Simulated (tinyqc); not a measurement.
Two-dimensional dopant profile at a mask edge: lateral junction, overlap and effective channel length: one step, computed by the program tinyqc. Command: `OMP_NUM_THREADS=1 python tinyqc.py 3011906 3011907 out.jsonl lateral walk`. One thread of a shared host (Intel(R) Xeon(R) Processor @ 2.30GHz), about 0.02 s of CPU time with the checks.

Ions enter for y < 0; the mask (spacer, then gate) covers y > 0. x is the depth. The surface reflects dopant during the anneal.

Problem. Lateral junction at the surface. Widths s_x^2 = (vertical straggle)^2 + 2 D t, s_y^2 = (lateral straggle)^2 + 2 D t. C(x, y) = V(x) (1/2) erfc(y/(sqrt2 s_y)), V(x) = Q/(sqrt(2 pi) s_x) [exp(-(x - R_p)^2/(2 s_x^2)) + exp(-(x + R_p)^2/(2 s_x^2))]; 1 nm = 1e-7 cm. The lateral junction at depth x solves C = C_B: y_j(x) = sqrt2 s_y erfc^-1(2 C_B/V(x)). Overlap under the gate = y_j(0) - spacer; metallurgical channel L_met = L_g - 2 overlap (tails from the two sides are not added). Abruptness at y_j(0) in nm per decade = ln(10) s_y sqrt(pi/2) exp(u^2) erfc(u), u = y_j/(sqrt2 s_y). Overlap capacitance per width = 3.9 eps_0 overlap/t_ox (zero if there is no overlap).

Inputs (values chosen for the exercise, modelled on a source-drain extension in silicon):
```
quantity              value    unit
channel doping C_B  5.1e+17  1/cm^3
gate length L_g          57      nm
offset spacer           1.8      nm
oxide thickness         3.3      nm
```

s_y = 4.516636 nm

V at the surface = 3.745322e+20 1/cm^3

vertical junction x_j = 21.73445 nm

Constants: eps_0 = 8.8541878128e-12 F/m.

Give: lateral junction y_j(0); ratio y_j(0)/x_j; overlap; metallurgical channel L_met; lateral abruptness; overlap capacitance.

Solution.

lateral junction y_j(0) = 13.54 nm

ratio y_j(0)/x_j = 0.6229

overlap = 11.74 nm

metallurgical channel L_met = 33.52 nm

lateral abruptness = 3.170 nm/decade

overlap capacitance = 0.1228 fF/um

The two overlaps take 41 % of the gate length.
